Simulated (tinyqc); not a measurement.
Two-band k.p model of the Delta valleys near the X point under shear strain: one step. Position, depth and masses of the minimum. Three cases, with inputs chosen for the exercise.

Task: For |eta| < 1: k_min = k0 sqrt(1 - eta^2), E_min = -Delta eta^2/2, ml(eta) = ml/(1 - eta^2), 1/m[110] = 1/mt + eta/Mp, 1/m[1-10] = 1/mt - eta/Mp. For |eta| > 1 the minimum sits at X: E_min = -Delta (2 |eta| - 1)/2, ml(eta) = ml/(1 - 1/|eta|), and eta is replaced by its sign in the transverse masses.

Case 1.

Values chosen (out of a larger set: near those of Si; not measured data):
- ml = 0.913 m0 (longitudinal mass)
- mt = 0.19 m0 (transverse mass)
- Mp = 0.23 m0 (coupling mass)

k0 = 0.1777389 1/angstrom
Delta = 0.2636617 eV
eta = -0.187854

Case 2.

Values chosen (out of a larger set: near those of Si; not measured data):
- ml = 0.937 m0 (longitudinal mass)
- mt = 0.2 m0 (transverse mass)
- Mp = 0.246 m0 (coupling mass)

k0 = 0.1759801 1/angstrom
Delta = 0.2518492 eV
eta = 0.119119

Case 3.

Values chosen (out of a larger set: near those of Si; not measured data):
- ml = 0.917 m0 (longitudinal mass)
- mt = 0.194 m0 (transverse mass)
- Mp = 0.234 m0 (coupling mass)

k0 = 0.1756242 1/angstrom
Delta = 0.2563021 eV
eta = 0.066952

Give: k_min; E_min; ml(eta); masses along [110] and [1-10].

Result:

Case 1.

k_min = 0.1746 1/angstrom
E_min = -4.65 meV
ml(eta) = 0.946 m0

masses along [110] and [1-10] (m0): 0.2249  0.1645

The minimum has moved 1.8 % of the way to X; electrons are lighter along [1-10] (-13.4 % against mt) and heavier across (+18.4 %).

Case 2.

k_min = 0.1747 1/angstrom
E_min = -1.79 meV
ml(eta) = 0.950 m0

masses along [110] and [1-10] (m0): 0.1823  0.2214

The minimum has moved 0.7 % of the way to X; electrons are lighter along [110] (-8.8 % against mt) and heavier across (+10.7 %).

Case 3.

k_min = 0.1752 1/angstrom
E_min = -0.57 meV
ml(eta) = 0.921 m0

masses along [110] and [1-10] (m0): 0.1838  0.2054

The minimum has moved 0.2 % of the way to X; electrons are lighter along [110] (-5.3 % against mt) and heavier across (+5.9 %).

Computed by tinyqc, one run a case: `OMP_NUM_THREADS=1 python tinyqc.py N N+1 out.jsonl` with N = 1051265, 1051284, 1051316; one thread of a shared Intel(R) Xeon(R) Processor @ 2.30GHz, about 0.01 s a run at most.
